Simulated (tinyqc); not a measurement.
A log to judge: elastic strain and critical thickness of a cubic alloy layer A(1-x)B(x) on a thick substrate. Computed by tinyqc. Command: `OMP_NUM_THREADS=1 python tinyqc.py 3012560 3012561 out.jsonl misfit walk`. One thread of a shared host (Intel(R) Xeon(R) Processor @ 2.30GHz), about 0.01 s of CPU time with the checks.

Strain is positive in tension. The layer is coherent with the substrate unless said otherwise.

Inputs (values chosen for the exercise, modelled on Ga(1-x)In(x)As on InP):
```
quantity                        value      unit
fraction x of B                  0.88         -
lattice constant a_A            5.653  angstrom
lattice constant a_B            6.058  angstrom
substrate lattice constant a_S  5.869  angstrom
start of the iteration h0/b       0.2         -
```

Growth plane: (001). Layer: uncapped. Misfit dislocation: 60-degree.

C11, C12, C44 of A (GPa): 118.5  53.95  60.17

C11, C12, C44 of B (GPa): 81.73  45.84  39.82

Method:
- a = (1 - x) a_A + x a_B, the same rule for each C_ij; misfit f = (a_S - a)/a, the in-plane strain of the coherent layer.
- Voigt averages: G = (C11 - C12 + 3 C44)/5, B = (C11 + 2 C12)/3, nu = (3 B - 2 G)/(2 (3 B + G)); b = a/sqrt(2). The 60-degree dislocation has cos alpha = 1/2, and cos lambda = 1/2 on (001).
- Matthews-Blakeslee: h_c = A [ln(h_c/b) + 1], A = b (1 - nu cos^2 alpha)/(8 pi |f| (1 + nu) cos lambda), the factor 8 pi being that of an uncapped layer.
- Start at h0, put the right side back in, and stop when the change is below 1e-9 h or h turns negative.

Iteration:
```
step  h in (nm)  h out (nm)  change (nm)
1     0.0849857   -0.650382    -0.735368
```

Can the last value be used, and what does the course show?

No. The start lies below the lower, unphysical root of the equation, so h falls and turns negative, where the logarithm fails. Reruns converge with start of the iteration h0/b = 20.0; or with start of the iteration h0/b = 1.0.
